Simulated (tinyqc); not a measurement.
Worked calculation: plane-wave Kohn-Sham cycle with exchange-only LDA in a layered model solid. One step of it, computed by the program tinyqc.

Problem. Iteration 2: levels at that k. Diagonalise the Hermitian matrix.

H (hartree), order -2, -1, +0, +1, +2:
```
[[0.158499, 0.079864, -0.035537, 0.001844, 0.000799],
 [0.079864, -0.087984, 0.079864, -0.035537, 0.001844],
 [-0.035537, 0.079864, -0.170146, 0.079864, -0.035537],
 [0.001844, -0.035537, 0.079864, -0.087984, 0.079864],
 [0.000799, 0.001844, -0.035537, 0.079864, 0.158499]]
```

Give: eigenvalues.

Solution.

eigenvalues (hartree): [-0.2810, -0.0782, -0.0358, 0.1824, 0.1835]
